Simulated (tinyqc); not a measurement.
Metal-induced gap states at the contact of a metal chain and a two-band chain: one step. Green functions. Two cases, with inputs chosen for the exercise.

Problem. The decaying root is g1 = (1 - l)/(E - e1), g2 = (1 - l)/(E - e2), l = exp(-q a). Form them, g_m and G11.

The semiconductor alternates sites A at -Eg/2 and C at +Eg/2 with hopping -t; the gap runs from -Eg/2 to Eg/2. In the gap cosh(q a) = 1 + (Eg^2/4 - E^2)/(2 t^2) and the amplitude changes by -exp(-q a) a period. The metal has site energy 0 and hopping -tm; its end site has g_m = (E - i sqrt(4 tm^2 - E^2))/(2 tm^2). Sites 1, 2, ... count into the semiconductor, with energies e1, e2 alternating. The clean half chain has g1 = 1/(E - e1 - t^2 g2), g2 = 1/(E - e2 - t^2 g1), decaying root. With the contact G11 = 1/(1/g1 - tc^2 g_m), and the density on site j is -Im G_jj/pi = |psi_j/psi_1|^2 (-Im G11/pi), per spin, with psi_2/psi_1 = -t g2, psi_3/psi_2 = -t g1.

Give: g1, g2; g_m; G11.

Case 1.

Values chosen (gap and optical dielectric constant near those of HfO2; the chain itself is a model; not measured data):
- Eg = 5.62 eV (gap)
- t = 2.32 eV (hopping in the semiconductor)
- tm = 2.45 eV (hopping in the metal)
- tc = 1.36 eV (hopping across the contact)
- end = C (site that touches the metal)
- E = -0.09 eV (energy from mid-gap)

l = 0.3176783

Solution.

g1, g2 (1/eV): -0.23528  0.25085

g_m = -0.00750-0.40809i 1/eV
G11 = -0.22879-0.04076i 1/eV

Case 2.

Values chosen (gap and optical dielectric constant near those of SiC; the chain itself is a model; not measured data):
- Eg = 3.39 eV (gap)
- t = 2.6 eV (hopping in the semiconductor)
- tm = 1.55 eV (hopping in the metal)
- tc = 2.7 eV (hopping across the contact)
- end = C (site that touches the metal)
- E = -0.31 eV (energy from mid-gap)

l = 0.5323602

Solution.

g1, g2 (1/eV): -0.23324  0.33765

g_m = -0.06452-0.64193i 1/eV
G11 = -0.10467-0.12832i 1/eV

Computed by tinyqc, one run a case: `OMP_NUM_THREADS=1 python tinyqc.py N N+1 out.jsonl` with N = 1481860, 1482295; one thread of a shared Intel(R) Xeon(R) Processor @ 2.30GHz, about 0.01 s a run at most.
